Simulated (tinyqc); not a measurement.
Worked calculation: plane-wave Kohn-Sham cycle with exchange-only LDA in a layered model solid. One step of it, computed by the program tinyqc.

Task: Iteration 1: potential. V_H(G) = 4 pi rho(G)/G^2 for G != 0 (uniform background); v_x = -(3 rho/pi)^(1/3); V = V_ext + V_H + v_x; Fourier components f(G_m) = (1/N) sum_j f(x_j) exp(-i G_m x_j).

A solid whose potential varies along x alone (atomic units):
```
parameter                      value
period a                   16.400000
cross-section of the cell  24.000000
electrons per cell                 4
grid points                       16
plane waves -n..n, n               2
k points                           2
V1 in V1 cos(2 pi x/a)     -0.590000
V2 in V2 cos(4 pi x/a)     -0.030000
```

density at the start, on the grid x_j = j a/N (e/bohr^3): 0.01016260  0.01016260  0.01016260  0.01016260  0.01016260  0.01016260  0.01016260  0.01016260  0.01016260  0.01016260  0.01016260  0.01016260  0.01016260  0.01016260  0.01016260  0.01016260

Give: Potentials on the grid; V(G_m), m = 0, 1, 2, ....

Result:

Potentials on the grid (hartree):
```
x          V_ext     V_H      v_x        V
0.0000   -0.6200  0.0000  -0.2133  -0.8333
1.0250   -0.5663  0.0000  -0.2133  -0.7796
2.0500   -0.4172  0.0000  -0.2133  -0.6305
3.0750   -0.2046  0.0000  -0.2133  -0.4179
4.1000    0.0300  0.0000  -0.2133  -0.1833
5.1250    0.2470  0.0000  -0.2133   0.0337
6.1500    0.4172  0.0000  -0.2133   0.2039
7.1750    0.5239  0.0000  -0.2133   0.3106
8.2000    0.5600  0.0000  -0.2133   0.3467
9.2250    0.5239  0.0000  -0.2133   0.3106
10.2500   0.4172  0.0000  -0.2133   0.2039
11.2750   0.2470  0.0000  -0.2133   0.0337
12.3000   0.0300  0.0000  -0.2133  -0.1833
13.3250  -0.2046  0.0000  -0.2133  -0.4179
14.3500  -0.4172  0.0000  -0.2133  -0.6305
15.3750  -0.5663  0.0000  -0.2133  -0.7796
```

V(G_m), m = 0, 1, 2, ... (hartree): -0.2133  -0.2950  -0.0150  0.0000  0.0000
